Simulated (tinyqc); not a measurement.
Stability and critical current from long pulses.

Question. For long pulses a magnetic tunnel junction switches at I = Ic0 [1 - ln(tp/t0)/Delta]. Find Ic0 and Delta.

Parameters, values chosen for the exercise: attempt time t0 = 1 ns.

switching current for pulses of 0.0001 and 0.01 s (uA): [54.285027, 49.158951]

Answer. I is linear in ln tp: it equals Ic0 at tp = t0, and the slope is -Ic0/Delta.

Ic0 = 67.10 uA
Delta = 60.28

Numbers from tinyqc (`OMP_NUM_THREADS=1 python tinyqc.py 2450057 2450058 out.jsonl`; about 0.01 s on one thread of a shared Intel Xeon 2.30GHz).
